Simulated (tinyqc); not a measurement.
Conversion gain and read noise from the photon-transfer curve.

Question. Temporal variance = CG x mean output + vn^2 (dark signal removed), CG = q As/Cf. Find CG, vn, the read noise in electrons and Cf.

Inputs (values chosen for the exercise): source-follower gain As = 0.81.

Constants: q = 1.602176634e-19 C. Results are converted to the units shown.

temporal variance at mean outputs of 57 and 340 mV (mV^2): 4.368223247  25.97216147

Answer. Poisson statistics make the slope equal to CG; the intercept is vn^2.

CG = 76.34 uV/electron
vn = 130.0 uV
read noise = 1.703 electrons
Cf = 1.700 fF

tinyqc, about 0.01 s, one thread, Intel Xeon 2.30GHz (shared host): `OMP_NUM_THREADS=1 python tinyqc.py 2630127 2630128 out.jsonl`
